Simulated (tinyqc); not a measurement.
From results back to parameters: inversion layer as a triangular well, valleys of the Ge type. Two cases, with inputs chosen for the exercise.

Problem. The spacing of the two lowest levels of one ladder was computed from a hidden sheet density Ns.

The field is taken as constant, e F = 4 pi (e^2/4 pi eps0)(Nd + eta Ns)/eps, with 1e12/cm^2 = 1e-4/angstrom^2, and the oxide as a hard wall at z = 0; c = hbar^2/2m0.

Level j of a valley lies at E_j = a_j (c (e F)^2/m_z)^(1/3) above the band edge at the surface, with the Airy zeros a_j = 2.338107, 4.087949, 5.520560, 6.786708, 7.944134, 9.022651, 10.040174, 11.008524, 11.936016, 12.828777, and has <z> = 2 E_j/(3 e F).

Constants: hbar^2/2m0 = 3.80998211 eV angstrom^2; e^2/(4 pi eps0) = 14.39964547 eV angstrom.

Find: F; Ns.

Method. e F = sqrt(m_z/c) [(E_1 - E_0)/(a_1 - a_0)]^(3/2), with a_0 and a_1 the first two zeros; then Ns = (eps e F/(4 pi e^2/4 pi eps0) - Nd)/eta.

Case 1.

Values chosen (near those of Ge; shifted at random, so the results belong to these values and not to a real crystal):
- m_z = 0.1199 m0 (confinement mass)
- eps = 15.7 (dielectric constant)
- Nd = 0.44 x 1e12/cm^2 (depletion charge)
- eta = 0.5 (share of Ns in the effective field)

E_1 - E_0 = 165.8208 meV

Solution.

F = 0.5175 MV/cm
Ns = 8.10 x 1e12/cm^2

Case 2.

Values chosen (near those of Ge; shifted at random, so the results belong to these values and not to a real crystal):
- m_z = 0.1213 m0 (confinement mass)
- eps = 15.9 (dielectric constant)
- Nd = 0.42 x 1e12/cm^2 (depletion charge)
- eta = 0.75 (share of Ns in the effective field)

E_1 - E_0 = 128.4988 meV

Solution.

F = 0.3551 MV/cm
Ns = 3.60 x 1e12/cm^2

Computed by tinyqc, one run a case: `OMP_NUM_THREADS=1 python tinyqc.py N N+1 out.jsonl` with N = 1282635, 1282671; one thread of a shared Intel(R) Xeon(R) Processor @ 2.30GHz, about 0.03 s a run at most.
